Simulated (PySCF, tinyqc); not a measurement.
Worked calculation: CCD on RHF in the sto-6g basis, for H3+, spin multiplicity 1. The lowest restricted solution is unstable here: a spin-polarised one lies 0.0072 hartree lower (PySCF). Computed by tinyqc, a small Python program that keeps every step (integrals from PySCF). Settings: charge = 1, multiplicity = 1, basis = sto-6g, method = RHF, energy threshold = 1e-10, iteration cap = 63, orthogonalisation = symmetric, start = core, DIIS depth = 6, amplitude equations = CCD, DIIS depth for amplitudes = 4, cap on updates = 75. Command: `OMP_NUM_THREADS=1 python tinyqc.py 28293 28294 out.jsonl` (the two numbers bound the seeds that draw the settings). One thread of a shared host (Intel(R) Xeon(R) Processor @ 2.60GHz), about 0.05 s of CPU time with the checks. The early iterations of the SCF are left out here.

## One-electron integrals

Geometry (angstrom):

| atom | x | y | z |
|---|---|---|---|
| H | 0.000000 | 0.000000 | 0.000000 |
| H | 0.000000 | 0.000000 | 1.188000 |
| H | 0.000000 | 0.000000 | -1.188000 |

Basis sto-6g: exponents (1/bohr^2) and contraction coefficients of normalised primitives:

| element | l (shell) | exponent | coefficient |
|---|---|---|---|
| H | s (1) | 35.523221 | 0.009164 |
| H | s (1) | 6.513144 | 0.049361 |
| H | s (1) | 1.822143 | 0.168538 |
| H | s (1) | 0.625955 | 0.370563 |
| H | s (1) | 0.243077 | 0.416492 |
| H | s (1) | 0.100112 | 0.130334 |

Overlap, kinetic and nuclear-attraction integrals over the contracted functions; the nuclear repulsion is the sum of Za Zb / Rab.

nuclear repulsion = 1.11358841 hartree

overlap S:
```
          1H 1s     2H 1s     3H 1s
1H 1s  1.000000  0.393497  0.393497
2H 1s  0.393497  1.000000  0.064546
3H 1s  0.393497  0.064546  1.000000
```

kinetic energy T (hartree):
```
          1H 1s      2H 1s      3H 1s
1H 1s  0.768522   0.057012   0.057012
2H 1s  0.057012   0.768522  -0.011085
3H 1s  0.057012  -0.011085   0.768522
```

nuclear attraction V (hartree):
```
           1H 1s      2H 1s      3H 1s
1H 1s  -2.117554  -0.699103  -0.699103
2H 1s  -0.699103  -1.901254  -0.104551
3H 1s  -0.699103  -0.104551  -1.901254
```

core Hamiltonian H = T + V (hartree):
```
           1H 1s      2H 1s      3H 1s
1H 1s  -1.349032  -0.642091  -0.642091
2H 1s  -0.642091  -1.132732  -0.115637
3H 1s  -0.642091  -0.115637  -1.132732
```

## Two-electron integrals

Functions are numbered as in S; the eight-fold symmetry (ij|kl) = (ji|kl) = (kl|ij) leaves the list below.

Two-electron integrals (ij|kl) in chemists' order, unique and non-zero (hartree):
```
(11|11) 0.774999   (21|11) 0.231449   (21|21) 0.094590   (22|11) 0.421215
(22|21) 0.231449   (22|22) 0.774999   (31|11) 0.231449   (31|21) 0.064853
(31|22) 0.117771   (31|31) 0.094590   (32|11) 0.035812   (32|21) 0.012456
(32|22) 0.027223   (32|31) 0.012456   (32|32) 0.001963   (33|11) 0.421215
(33|21) 0.117771   (33|22) 0.222520   (33|31) 0.231449   (33|32) 0.027223
(33|33) 0.774999
```

## Orthogonalisation

S = U s U^T; symmetric (Loewdin) form X = U s^(-1/2) U^T, so that X^T S X = 1.

eigenvalues of S: 0.474849  0.935454  1.589697

X:
```
           1H 1s      2H 1s      3H 1s
1H 1s   1.141205  -0.232268  -0.232268
2H 1s  -0.232268   1.068515   0.034591
3H 1s  -0.232268   0.034591   1.068515
```

## Iteration 9 (converged): orbitals

converged F (hartree):
```
           1H 1s      2H 1s      3H 1s
1H 1s  -0.659006  -0.503388  -0.503388
2H 1s  -0.503388  -0.489075  -0.171616
3H 1s  -0.503388  -0.171616  -0.489075
```

Diagonalise F' = X^T F X, C = X C', fill 1 alpha and 1 beta electrons from the bottom; D = 2 C_occ C_occ^T. Each column has its largest component positive (the first on a tie).

F' = X^T F X (hartree):
```
           1          2          3
1  -0.395819  -0.344054  -0.344054
2  -0.344054  -0.349261  -0.009896
3  -0.344054  -0.009896  -0.349261
```

orbital energies (hartree): MO1 -0.864400, MO2 -0.339364, MO3 0.109423

coefficients C:
```
            MO1        MO2        MO3
1H 1s  0.594150   0.000000   1.028218
2H 1s  0.373770   0.731095  -0.722956
3H 1s  0.373770  -0.731095  -0.722956
```

D after iteration 9:
```
          1H 1s     2H 1s     3H 1s
1H 1s  0.706028  0.444150  0.444150
2H 1s  0.444150  0.279408  0.279408
3H 1s  0.444150  0.279408  0.279408
```

## Convergence

Stop when the energy changes by less than 1e-10 hartree and every element of the error matrix X^T (F D S - S D F) X is below 3e-06.

Course of the cycle:

| iteration | E (hartree) | change | largest element of the error matrix |
|---|---|---|---|
| 1 | -1.10579949 | - | 1.82e-01 |
| 2 | -1.14567884 | -3.99e-02 | 2.15e-02 |
| 3 | -1.14621220 | -5.33e-04 | 9.79e-05 |
| 4 | -1.14621221 | -9.01e-09 | 4.23e-05 |
| 5 | -1.14621221 | -1.23e-09 | 2.70e-05 |
| 6 | -1.14621221 | -3.88e-10 | 1.98e-05 |
| 7 | -1.14621221 | -1.70e-10 | 1.56e-05 |
| 8 | -1.14621221 | -2.82e-10 | 1.29e-08 |
| 9 | -1.14621221 | -8.88e-16 | 1.93e-11 |

PySCF RHF in the same basis = -1.14621221 hartree

Converged in 9 iterations.

## Integrals over molecular orbitals

(pq|rs) = sum C_ip C_jq C_kr C_ls (ij|kl), one index at a time.

one-electron integrals over orbitals h = C^T H C (hartree):
```
           1          2          3
1  -1.395401   0.000000  -0.091398
2   0.000000  -1.087274   0.000000
3  -0.091398   0.000000  -0.821988
```

Two-electron integrals over orbitals (pq|rs), unique and non-zero (hartree):
```
(11|11) 0.531001    (21|21) 0.147705    (22|11) 0.447807    (22|22) 0.509988
(31|11) 0.091398    (31|22) -0.050999   (31|31) 0.142968    (32|21) -0.145667
(32|32) 0.161625    (33|11) 0.537190    (33|22) 0.475301    (33|31) 0.079447
(33|33) 0.569847
```

## CCD: starting amplitudes

t_ij^ab = <ij||ab> / (e_i + e_j - e_a - e_b), whose energy is MP2.

Starting amplitudes (spin orbitals 1a, 1b, ...; amplitudes related by a flip of all spins are not repeated):

| from | to | t |
|---|---|---|
| 1a 1b | 2a 2b | -0.140661 |
| 1a 1b | 3a 3b | -0.073406 |

correlation energy = -0.03127106 hartree

## CCD: amplitude update 1

t_ij^ab D_ij^ab are set to the remaining terms of the spin-orbital equations, evaluated with the old amplitudes; for the doubles these are <ij||ab> + 1/2 <ab||ef> t_ij^ef + 1/2 <mn||ij> t_mn^ab + P(ij)P(ab) <mb||ej> t_im^ae + terms in t^2, D the orbital-energy denominators.

Amplitudes after update 1 (spin orbitals 1a, 1b, ...; amplitudes related by a flip of all spins are not repeated):

| from | to | t |
|---|---|---|
| 1a 1b | 2a 2b | -0.186101 |
| 1a 1b | 3a 3b | -0.089273 |

correlation energy = -0.04025114 hartree

## CCD: amplitude update 2

As before.

Amplitudes after update 2 (spin orbitals 1a, 1b, ...; amplitudes related by a flip of all spins are not repeated):

| from | to | t |
|---|---|---|
| 1a 1b | 2a 2b | -0.200396 |
| 1a 1b | 3a 3b | -0.091043 |

correlation energy = -0.04261569 hartree

## CCD: amplitude update 3

t_ij^ab D_ij^ab are set to the remaining terms of the spin-orbital equations, evaluated with the old amplitudes; for the doubles these are <ij||ab> + 1/2 <ab||ef> t_ij^ef + 1/2 <mn||ij> t_mn^ab + P(ij)P(ab) <mb||ej> t_im^ae + terms in t^2, D the orbital-energy denominators. DIIS then mixes the stored amplitudes.

DIIS coefficients: -0.475761  1.475761

Amplitudes after update 3 (spin orbitals 1a, 1b, ...; amplitudes related by a flip of all spins are not repeated):

| from | to | t |
|---|---|---|
| 1a 1b | 2a 2b | -0.207656 |
| 1a 1b | 3a 3b | -0.090098 |

correlation energy = -0.04355295 hartree

## CCD: convergence

E_corr = 1/4 sum <ij||ab> t_ij^ab; stop when the norm of the change is below 1e-8.

Course of the amplitude iterations:

| update | correlation energy (hartree) | norm of the change |
|---|---|---|
| 0 | -0.03127106 | - |
| 1 | -0.04025114 | 9.63e-02 |
| 2 | -0.04261569 | 2.88e-02 |
| 3 | -0.04355295 | 9.92e-03 |
| 4 | -0.04353425 | 1.67e-03 |
| 5 | -0.04353668 | 2.75e-05 |
| 6 | -0.04353725 | 5.19e-06 |
| 7 | -0.04353725 | 2.81e-08 |
| 8 | -0.04353725 | 9.33e-12 |

Converged amplitudes (spin orbitals 1a, 1b, ...; amplitudes related by a flip of all spins are not repeated):

| from | to | t |
|---|---|---|
| 1a 1b | 2a 2b | -0.208746 |
| 1a 1b | 3a 3b | -0.088862 |

CCD total energy = -1.18974946 hartree

Converged in 8 updates, with DIIS from the third.
